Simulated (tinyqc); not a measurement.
Worked calculation: quasiparticle equation with a plasmon-pole self-energy for two band edges. Values are carried at full precision from step to step, so a last printed digit may differ when a step is redone from the rounded ones.

For each edge E = e + X + Sc(E), with the correlation part Sc(E) = A[0]/(E - a + w) + A[1]/(E - b - w); a and b are the valence and conduction energies that enter the Green function (a = ev, b = ec in the one-shot scheme). Z = 1/(1 - dSc/dE), dSc/dE = -A[0]/(E - a + w)^2 - A[1]/(E - b - w)^2.

Inputs chosen for the exercise (scales of the order of those of Ge; not measured data): ev = 0 eV (mean-field valence top); ec = 0.1 eV (mean-field conduction edge); w = 13.9 eV (pole energy); Av = (30.4, 16.4) eV^2 (weights of the valence state on the hole and electron poles); Ac = (14.5, 33.3) eV^2 (the same for the conduction state); Xv = -1.3 eV (exchange minus the mean-field potential, valence); Xc = 1.87 eV (the same, conduction).

## Linearised one-shot correction

Evaluate Sc and its slope at the mean-field energy; E = e + Z (X + Sc).

Terms:
```
edge        Sc (eV)   dSc/dE       Z  X + Sc (eV)   E (eV)
valence      1.0156  -0.2410  0.8058      -0.2844  -0.2291
conduction  -1.3600  -0.2463  0.8024       0.5100   0.5092
```

gap = 0.7384 eV
gap with Z = 1 = 0.8944 eV

The gap opens by 0.638 eV, 36 % of it by lowering the valence top. Setting Z = 1 would overshoot by 0.156 eV. X and Sc have opposite signs and are each larger than the sum they leave, so both must be converged well.

## Solving the equation for the conduction edge

Newton steps on f(E) = E - ec - Xc - Sc(E) from E = ec; the first step is the linearised result.

Iterates:
```
step   E (eV)   Sc (eV)     f (eV)
0     0.10000  -1.35997  -0.510031
1     0.50923  -1.46205   0.001280
2     0.50820  -1.46180   0.000000
3     0.50820  -1.46180   0.000000
```

The linearisation errs by +1.0 meV, as the shift is only 0.029 of the pole energy.

## All solutions for the valence state

Multiplying out gives a cubic; give its three roots and their weights Z.

roots (eV): [-16.042, -0.229, 15.070]

weights: [0.1308, 0.8041, 0.0651]

The weights add up to 1. The satellite below lies 15.81 eV from the main peak, 14 % more than w: this scheme places plasmon satellites too far out, and gives one where a cumulant form gives a series.

## Updating the energies in the Green function

Solve both equations exactly, put the results in place of a and b, and repeat five times; w is kept.

Cycles (eV):
```
cycle       Ev      Ec     gap
1      -0.2289  0.5082  0.7371
2      -0.2325  0.5540  0.7865
3      -0.2302  0.5601  0.7903
4      -0.2295  0.5611  0.7906
5      -0.2293  0.5613  0.7906
```

The update moves the gap by +54 meV from the one-shot value; each cycle shrinks the change to about 0.08 of the one before.

## Checks

- Sum of the weights of the three roots: both 1.000000.
- Newton result against the root by bisection (eV): both 0.50820.

(tinyqc, `OMP_NUM_THREADS=1 python tinyqc.py 1880849 1880850 out.jsonl`, Intel(R) Xeon(R) Processor @ 2.30GHz, 1 thread, shared host, about 0.02 s.)
